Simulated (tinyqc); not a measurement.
Phonon-assisted absorption at an indirect gap, step by step. Values are carried at full precision from step to step, so a last printed digit may differ when a step is redone from the rounded ones.

alpha(E) = sum_j A_j [N_j (E - Eg + w_j)^2 + (N_j + 1)(E - Eg - w_j)^2], each bracket counted only where its base is positive; N_j = 1/(exp(w_j/kB T) - 1). The first term absorbs a phonon and the second emits one; excitons and direct transitions are left out.

Constants: kB = 8.617333262e-05 eV/K.

Values chosen for the exercise (loosely those of AlAs at room temperature; Eg is not tied to T; the results hold for these values, not for the real material):
- Eg = 2.171 eV (indirect gap, held fixed unless listed)
- w = (46.2, 13.4) meV (two zone-edge phonons)
- A = (3600, 560) 1/(cm eV^2) (their strengths)
- T = 500 K
- E = 2.218 eV (photon energy)
- nr = 3.14 (refractive index)
- d = 3.4 micrometre (thickness)
- xj = 0.19 micrometre (dead layer at the surface)
- W = 2 micrometre (depleted width)
- L = 110 micrometre (minority diffusion length below it)

## The four branches at one energy

Evaluate the occupations and each term.

N_j: 0.5203  2.741

terms with phonon absorption (1/cm): 16.27  5.600

terms with phonon emission (1/cm): 0.003503  2.365

alpha = 24.24 1/cm
wavelength hc/E (hc = 1239.841984 eV nm) = 559.0 nm

Phonon absorption supplies 90.2 % of alpha; the depth 1/alpha is 413 micrometre.

## What a slab does with it

Slab of thickness d in air, incoherent passes: R = ((nr - 1)/(nr + 1))^2, x = exp(-alpha d); transmitted Tr = (1 - R)^2 x/(1 - R^2 x^2), reflected Rt = R + (1 - R)^2 R x^2/(1 - R^2 x^2), absorbed Ab = (1 - R)(1 - x)/(1 - R x).

d in cm is 1e-4 times the value in micrometres.

R = 0.2672
x = 0.9918
Tr = 0.5728
Rt = 0.4190
Ab = 0.0082

A single pass would absorb (1 - R)(1 - x) = 0.0060; the back face adds 0.0022.

## Quantum efficiency of a diode

Photodiode (Gaertner form with a dead layer): QE = (1 - R) exp(-alpha xj) [1 - exp(-alpha W)/(1 + alpha L)], R = ((nr - 1)/(nr + 1))^2; responsivity = QE/E in A/W for E in eV.

Evaluate the factors; 1 micrometre = 1e-4 cm.

passes the dead layer = 0.9995
collected share = 0.2143
QE = 0.1570
responsivity = 0.0708 A/W

Without diffusion from below the collected share would be 0.0048.

## Checks

- Tr + Rt + Ab against 1: both 1.000000.

(tinyqc, `OMP_NUM_THREADS=1 python tinyqc.py 1650319 1650320 out.jsonl`, Intel(R) Xeon(R) Processor @ 2.30GHz, 1 thread, shared host, about 0.01 s.)
